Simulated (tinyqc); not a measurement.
Gap and mesh density: special k points of the fcc lattice.

Lattice vectors in units of a: a1 = (0, 1/2, 1/2), a2 = (1/2, 0, 1/2), a3 = (1/2, 1/2, 0); reciprocal vectors b_i with a_i . b_j = 2 pi delta_ij. Mesh: k = sum_i f_i b_i with f_i = (2 j_i + shift)/(2 N), j_i = 0 .. N-1. The point group of the lattice has 48 operations; only those that map the mesh onto itself are used.

A_m(k) = sum over the m-th star of lattice vectors R of cos(k . R), stars in order of length: m = 1: |R|^2 = 0.5, 12 vectors, such as (1, 0, 0) in the basis a_i; m = 2: |R|^2 = 1, 6 vectors, such as (1, 1, -1) in the basis a_i; m = 3: |R|^2 = 1.5, 24 vectors, such as (2, 0, -1) in the basis a_i; m = 4: |R|^2 = 2, 12 vectors, such as (2, 0, 0) in the basis a_i; m = 5: |R|^2 = 2.5, 24 vectors, such as (2, 1, -1) in the basis a_i; m = 6: |R|^2 = 3, 8 vectors, such as (3, -1, -1) in the basis a_i. The zone mean of every A_m is zero.

Test function, the lower band of a two-band insulator: E(k) = -sqrt(D^2 + (e0 - t A_1(k))^2).

Values chosen for the exercise (out of a larger set: the lattice of Si, GaAs, Cu and Al; not measured data): t = 0.33 eV (coupling); e0 = 1.45 eV (offset).

D takes the values listed; errors against the unshifted mesh with N = 30, for unshifted meshes.

Errors (meV):

| D (eV) | reference (eV) | N = 2 | N = 4 | N = 6 | N = 8 |
|---|---|---|---|---|---|
| 0.2 | -1.6984 | -389.641 | 14.632 | 5.080 | -4.003 |
| 0.4 | -1.7476 | -371.753 | 10.462 | 4.186 | -1.842 |
| 0.8 | -1.9078 | -330.736 | 5.015 | 1.777 | -0.358 |
| 1.5 | -2.3227 | -267.259 | 1.594 | 0.296 | -0.025 |
| 2.5 | -3.0840 | -203.085 | 0.524 | 0.028 | -0.001 |
| 4.0 | -4.3973 | -144.876 | 0.181 | 0.002 | 0.000 |

What does the comparison show, and why?

The first listed N from which the error stays below 0.5 meV is none for D = 0.2, none for D = 0.4, 8 for D = 0.8, 6 for D = 1.5, 6 for D = 2.5, 4 for D = 4 eV. A larger D makes the function smoother, so its Fourier coefficients fall faster with |R|.

Run: tinyqc, `OMP_NUM_THREADS=1 python tinyqc.py 1682048 1682049 out.jsonl`; Intel(R) Xeon(R) Processor @ 2.30GHz, one thread, shared host; about 0.3 s of CPU time with all checks.
